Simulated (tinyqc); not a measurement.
# One electron in a tunnel-coupled double dot: charge qubit, sensing and quantum capacitance: what changes with what

Basis (left, right), H = [[ep/2, tc], [tc, -ep/2]], splitting Om = sqrt(ep^2 + 4 tc^2), ep = al times the gate voltage. In equilibrium the electron is on the right with the chance P_R = [1 + (ep/Om) tanh(Om/2 kB T)]/2.

Values chosen for this exercise:
- tc = 26 ueV (tunnel coupling)
- T = 0.057 K (electron temperature)
- al = 0.47 eV/V (lever arm of the gate on the detuning)
- f0 = 561 MHz (resonator frequency)
- se = 8.8 ueV (deviation of quasi-static detuning noise)

Constants: q = 1.602176634e-19 C, kB = 1.380649e-23 J/K, hbar = 1.054571817e-34 J s, h = 6.62607015e-34 J s, Vt = kB T/q. Results are converted to the units shown.

Each table varies one quantity; the others keep the values above.

## Peak signal against tunnel coupling

At ep = 0: q^2 al^2 dP_R/d(ep) splits into Cq = q^2 al^2 (2 tc^2/Om^3) tanh(Om/2 kB T) and Ct = q^2 al^2 (ep/Om)^2/(4 kB T cosh^2(Om/2 kB T)); Ct appears only if relaxation is faster than the drive. A resonator of frequency f0, capacitance Cp and quality factor Q shifts by df = -f0 Cq/(2 Cp) and its phase by -2 Q Cq/Cp. The slope dP_R/d(ep) there is tanh(tc/kB T)/(4 tc).

Peak signal against tunnel coupling:
```
tc (ueV)	tc/kB T	Cq (aF)	slope (1/ueV)	2 tc/h (GHz)
0.66	0.1344	1791	0.05059	0.3192
1.2	0.2443	1766	0.04991	0.5803
2.2	0.4479	1690	0.04775	1.064
4.1	0.8347	1474	0.04165	1.983
7.5	1.527	1073	0.03033	3.627
14	2.850	627.8	0.01774	6.770
25	5.090	353.9	0.009999	12.09
46	9.365	192.3	0.005435	22.25
85	17.30	104.1	0.002941	41.11
```

The peak Cq falls from 1790 to 104 aF: it levels off at q^2 al^2/(4 kB T) = 1800 aF for weak coupling and goes as tc^(-1.00) between the last two rows. Below tc of about kB T the slope measures temperature rather than coupling. For tc = 0.66, 1.2, 2.2 2 tc/h is less than three times the drive frequency f0, so the electron cannot follow adiabatically.

## Line shape against detuning

q^2 al^2 dP_R/d(ep) splits into Cq = q^2 al^2 (2 tc^2/Om^3) tanh(Om/2 kB T) and Ct = q^2 al^2 (ep/Om)^2/(4 kB T cosh^2(Om/2 kB T)); Ct appears only if relaxation is faster than the drive. A Ct of 0 means below 1e-6 aF.

Line shape against detuning:
```
ep (ueV)	Om (ueV)	P_R	Cq (aF)	Ct (aF)
0	52.00	0.5000	340.3	0
18.2	55.09	0.6652	286.1	0.01058
36.4	63.47	0.7867	187.1	0.005787
54.6	75.40	0.8621	111.6	8.140e-4
72.8	89.46	0.9069	66.82	5.868e-5
91	104.8	0.9341	41.56	2.938e-6
109.2	120.9	0.9514	27.04	0
127.4	137.6	0.9629	18.37	0
145.6	154.6	0.9709	12.95	0
163.8	171.9	0.9766	9.427	0
182	189.3	0.9808	7.056	0
```

Cq falls from 340 to 7.06 aF, and Ct goes from 0 through a maximum of 0.0106 (at ep = 18.2 ueV among the rows listed) to 0 aF. Among the rows listed Ct reaches at most 0.00311 % of the peak of Cq, with tc/kB T = 5.3: the line is set by the coupling, and its half width is near 1.53 tc.

## Coherence against detuning

Noise in ep shifts Om by (ep/Om) d + (2 tc^2/Om^3) d^2. For Gaussian d of deviation se the spread of Om is sqrt[(ep se/Om)^2 + 2 (2 tc^2 se^2/Om^3)^2], and T2* is estimated as sqrt(2) hbar/spread; Om T2*/h counts the oscillations within T2*.

Result of one run:
```
ep (ueV)	Om (ueV)	T2* (ns)	oscillations within T2*
0	52.000	0.88396	11.115
```

What becomes of these results when the detuning ep is changed from 0 to 10 ueV, all else the same?

Result of the changed run:
```
ep (ueV)	Om (ueV)	T2* (ns)	oscillations within T2*
10	52.953	0.48029	6.1496
```

The whole series:
```
ep (ueV)	Om (ueV)	T2* (ns)	oscillations within T2*
0	52.000	0.88396	11.115
1.3	52.016	0.86607	10.893
2.6	52.065	0.81838	10.303
5.2	52.259	0.68567	8.6643
10	52.953	0.48029	6.1496
21	56.080	0.27374	3.7119
39	65.000	0.17539	2.7565
78	93.744	0.12709	2.8808
160	168.24	0.11122	4.5246
```

T2* falls from 0.884 to 0.111 ns, towards sqrt(2) hbar/se = 0.106 ns far from the anticrossing; the first row is 7.95 times the last. First and second order are equal near ep = sqrt(2) se/2 = 6.22 ueV.

Program tinyqc, `OMP_NUM_THREADS=1 python tinyqc.py 2470103 2470104 out.jsonl`; Intel Xeon 2.30GHz, shared host, one thread, about 0.01 s.
